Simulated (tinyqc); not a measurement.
## Probe couplings from its potential

Problem. One voltage probe p sits between leads L (mu = 1) and R (mu = 0) without magnetic field: mu_p = T_pL/(T_pL + T_pR), T_eff = T_RL + T_pL T_pR/(T_pL + T_pR). Find T_pL and T_pR.

T_RL = 0.24
mu_p = 0.71875000
T_eff = 0.30468750

Answer. T_eff - T_RL equals T_pL (1 - mu_p) and also T_pR mu_p.

T_pL = 0.2300
T_pR = 0.09000

Computed by the program tinyqc: `OMP_NUM_THREADS=1 python tinyqc.py 2700032 2700033 out.jsonl`, one thread of a shared Intel Xeon 2.30GHz, about 0.01 s for the whole run.
